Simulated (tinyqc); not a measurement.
Straight dislocations in isotropic elasticity: fields, energies, partials, Peierls stress and walls. From Peierls stress sigma_P back to unstable fault energy gamma_us. Computed by tinyqc, a small Python program. Command: `OMP_NUM_THREADS=1 python tinyqc.py 3010777 3010778 out.jsonl disloc inv`. One thread of a shared host (Intel(R) Xeon(R) Processor @ 2.30GHz), about 0.02 s of CPU time with the checks.

The line runs along z, the glide plane is y = 0, and beta is the angle between b and the line (0 screw, 90 degrees edge): b_e = b sin(beta) along +x with the extra half plane at y > 0, b_s = b cos(beta). Stress is positive in tension.

Inputs (values chosen for the exercise, modelled on germanium):

| quantity | value | unit |
|---|---|---|
| shear modulus G | 55.1 | GPa |
| Poisson ratio nu | 0.197 | - |
| Burgers vector b | 4 | angstrom |
| dislocation density rho | 3.5e+14 | 1/m^2 |
| core radius r0/b | 2 | - |

Character: screw.

Constants: 1 eV/angstrom^3 = 160.2176634 GPa.

Method:
- Energy factor K = G [cos^2(beta) + sin^2(beta)/(1 - nu)].
- E = K b^2/(4 pi) ln(R/r0) with R = 1/(2 sqrt(rho)); tension T = E + d^2E/d(beta)^2 = G b^2 [1 + nu - 3 nu sin^2(beta)]/(4 pi (1 - nu)) ln(R/r0). The core energy is taken into r0.
- Misfit energy gamma(u) = (gamma_us/2)(1 - cos(2 pi u/b)), so the largest restoring stress is tau_max = pi gamma_us/b; u(x) = b/2 + (b/pi) arctan(x/zeta), zeta = K b/(4 pi tau_max). Summing the misfit energy over atomic rows a' apart gives, for a wide core, W_P = (K b^2/pi) exp(-2 pi zeta/a') and sigma_P = (K b/a') exp(-2 pi zeta/a'); a' = b/2 for edge and 30-degree lines, b sqrt(3)/2 for screw and 60-degree lines.

Problem. A run gave the result below. Find the unstable fault energy gamma_us, known to lie between 1400 and 2900 mJ/m^2.

Peierls stress sigma_P = 4530.498 MPa

Solution.

Each step takes the trial c = (a f_b - b f_a)/(f_b - f_a), f being the result less the target and a, b, c the logarithms of the listed values; c replaces end b, the old b replaces a if the sign of f changed, and otherwise f_a is halved.

Scan of the range:

| unstable fault energy gamma_us (mJ/m^2) | Peierls stress sigma_P (MPa) |
|---|---|
| 1400 | 3524.8 |
| 1580 | 4900.9 |
| 1780 | 6536.9 |
| 2010 | 8481.2 |
| 2270 | 10683.1 |
| 2570 | 13156.9 |
| 2900 | 15741.3 |

False position (Illinois rule, in the logarithm of the input) inside the bracket:

| step | end a | end b | trial | Peierls stress sigma_P (MPa) |
|---|---|---|---|---|
| 1 | 1400.00 | 1580.00 | 1529.38 | 4502.29 |
| 2 | 1580.00 | 1529.38 | 1532.91 | 4529.81 |
| 3 | 1580.00 | 1532.91 | 1533.08 | 4531.15 |
| 4 | 1532.91 | 1533.08 | 1533.00 | 4530.50 |
| 5 | 1533.08 | 1533.00 | 1533.00 | 4530.50 |

Peierls stress sigma_P rises at every point of a 13-point scan of the range (every second point is shown), so one value fits; it is bracketed by 1400 and 1580. Answer: unstable fault energy gamma_us = 1533 mJ/m^2.

Caution: for a core this narrow higher harmonics of the row sum matter and the wide-core formula is rough. Caution: in covalent crystals lines are dissociated and reconstructed and move by kinks, so this sinusoidal model gives only the trend.
